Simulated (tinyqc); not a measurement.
Band-to-band tunnelling in a uniform field: complex band structure along [001] in sp3s* tight binding.

For k = (0, 0, kz) the phase sums are g0 = cos(phi) and g3 = i sin(phi), phi = kz a/4, and the s, pz, s* orbitals of anion (a) and cation (c) decouple from px, py. With z = exp(i phi), H(z) = H0 + z T + T^T/z for any complex z. H0 is diagonal (Esa, Epa, Exa, Esc, Epc, Exc). The anion-cation block is B(z) = z U + W/z and the cation-anion block z W^T + U^T/z, where U has Vss/2 (s,s), Vsapc/2 (s,z), -Vscpa/2 (z,s), Vxx/2 (z,z), Vxapc/2 (s*,z), -Vpaxc/2 (z,s*), and W has the same values with the s-z and s*-z signs reversed. |z| = 1 is a band state, |z| < 1 decays along [001] as exp(-kappa d) over a distance d, kappa = -(4/a) ln|z|. No spin-orbit coupling.

Constants: hbar^2/2m0 = 3.80998211 eV angstrom^2.

Parameters, chosen for this exercise (out of a larger set: near a published set for InAs, fitted to gaps, whose masses and valley positions are rough (light masses up to twice too heavy); not measured data): p = (-9.529, 0.912, -2.726, 3.712, 7.405, 6.763, -5.614, 1.835, 4.487, 3.046, 5.442, 3.381, 3.923) eV (order Esa, Epa, Esc, Epc, Exa, Exc, Vss, Vxx, Vxy, Vsapc, Vscpa, Vxapc, Vpaxc); a = 6.062 angstrom (lattice constant).

Ev = 0.00392 eV
EG (direct gap) = 0.43266 eV

masses of this model, from the curvature at Gamma (m0): m_lh 0.02908, m_e 0.03117

WKB at zero transverse momentum: T = exp(-2 I/(eF)), I = integral of kappa dE across the direct gap (8 Gauss-Legendre points in theta, E = EG sin^2 theta, 0 to pi/2); 1 MV/cm = 0.01 V/angstrom. The two-band form gives I = (pi/8) sqrt(m/c) EG^(3/2) with m = 2 m_lh m_e/(m_lh + m_e).

Tunnelling:
```
F (MV/cm)  path EG/eF (angstrom)  exponent 2I/eF  T, tight binding  T, two-band
0.50                        86.5           3.970            0.0189       0.0188
0.75                        57.7           2.647            0.0709       0.0708
1.00                        43.3           1.985             0.137        0.137
1.50                        28.8           1.323             0.266        0.266
2.00                        21.6           0.993             0.371        0.370
3.00                        14.4           0.662             0.516        0.516
4.00                        10.8           0.496             0.609        0.609
```

I, tight binding = 0.009925 eV/angstrom
I, two-band = 0.009931 eV/angstrom

What can be read from this table?

The two-band integral is +0.06 % from the tight-binding one, which makes the two-band T 0.9977 times the other at 0.5 MV/cm and 0.9997 times at 4 MV/cm. Doubling the field from 1 to 2 MV/cm halves the exponent and raises T by a factor 2.7. Where the exponent falls below about 2 the WKB form is only a guide.

Run: tinyqc, `OMP_NUM_THREADS=1 python tinyqc.py 1450104 1450105 out.jsonl`; Intel(R) Xeon(R) Processor @ 2.30GHz, one thread, shared host; about 0.01 s of CPU time with all checks.
